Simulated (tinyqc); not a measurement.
## Bulk resistivity and mean free path from two films

Problem. In the thick-film limit single-crystal films obey rho = rho0 (1 + 3 (1 - ps) lam/(8 d)). Find rho0, lam and the product rho0 lam.

Parameters, values chosen for the exercise:
- ps = 0 (specular share of surface scattering)

rho at d = 80 and 360 nm (uohm cm): 2.0457250  1.7923833

Solution. rho is a straight line in 1/d: the intercept is rho0 and the slope (3/8)(1 - ps) rho0 lam. Without ps only the product (1 - ps) lam could be found.

rho0 = 1.72 uohm cm
lam = 40.4 nm
rho0 lam = 69.5 uohm cm nm

Computed by the program tinyqc: `OMP_NUM_THREADS=1 python tinyqc.py 2100007 2100008 out.jsonl`, one thread of a shared Intel Xeon 2.30GHz, about 0.01 s for the whole run.
